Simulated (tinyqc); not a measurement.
Long-channel MOSFET, surface-potential model: two steps of the calculation.

n-channel transistor on a uniformly doped p-type body, gradual-channel approximation, constant mobility, Boltzmann statistics, full ionisation. Potentials are counted from the neutral body; V is the electron quasi-Fermi potential, Vsb at the source and Vsb + Vds at the drain. Charges are magnitudes per area.

Parameters, values chosen for the exercise; material values close to those of gallium nitride:

| symbol | value | unit | meaning |
|---|---|---|---|
| T | 293 | K | temperature |
| Vfb | -2.86 | V | flat-band voltage |
| mu | 140 | cm^2/(V s) | channel mobility |
| W | 5 | um | gate width |
| L | 5 | um | gate length |
| Vsb | 0 | V | source-body reverse bias |
| Vgs | 0.66 | V | gate-source voltage |
| Vds | 2 | V | drain-source voltage |

Constants: q = 1.602176634e-19 C, kB = 1.380649e-23 J/K, Vt = kB T/q. Results are converted to the units shown.

Problem 1. Charges and current of the charge-sheet model. psi_0 and psi_L solve Vgs + Vsb - Vfb - psi = gamma sqrt(G) at V = Vsb and Vsb + Vds. Qi = Cox gamma [sqrt(G) - sqrt(psi - Vt)], G = psi - Vt + Vt exp((psi - 2 phiF - V)/Vt), at both ends. With U = Vgs + Vsb - Vfb: drift = mu (W/L) Cox [U (psi_L - psi_0) - (psi_L^2 - psi_0^2)/2 - (2/3) gamma ((psi_L - Vt)^1.5 - (psi_0 - Vt)^1.5)]; diffusion = mu (W/L) Vt (Qi0 - QiL).

psi_0 = 3.0314744 V
psi_L = 3.0321572 V
phiF = 1.5286118 V
Cox = 0.11953154 uF/cm^2
gamma = 0.28133244 V^0.5

Find: Qi0; QiL; drift current; diffusion current; drain current.

Solution 1.

Qi0 = 0.0882 nC/cm^2
QiL = 3.60e-36 nC/cm^2
drift current = 4.22e-6 uA
diffusion current = 3.12e-4 uA
drain current = 3.16e-4 uA

Drift carries 1.33 % of the current. The drain end is pinched off: its charge is under 1 % of that at the source.

Problem 2. Pao-Sah current by Simpson's rule. I = mu (W/L) integral of Qi dV; Simpson's rule on the 11 points, step Vds/10, weights 1, 4, 2, ..., 4, 1 times step/3.

| point | Qi, Pao-Sah (nC/cm^2) |
|---|---|
| 0 | 0.088615990 |
| 1 | 3.3068195e-5 |
| 2 | 1.2003098e-8 |
| 3 | 4.3568410e-12 |
| 4 | 1.5814304e-15 |
| 5 | 5.7402190e-19 |
| 6 | 2.0835639e-22 |
| 7 | 7.5628451e-26 |
| 8 | 2.7451342e-29 |
| 9 | 9.9641888e-33 |
| 10 | 3.6167652e-36 |

Wanted: Pao-Sah current.

Solution 2.

Pao-Sah current = 8.2832e-4 uA

Gauss-Legendre quadrature on many points gives 3.176e-4 uA, so this value is 2.61 times it; the charge-sheet current, 3.161e-4 uA, is 0.45 % below it.

tinyqc, about 0.05 s, one thread, Intel Xeon 2.30GHz (shared host): `OMP_NUM_THREADS=1 python tinyqc.py 2360083 2360084 out.jsonl`
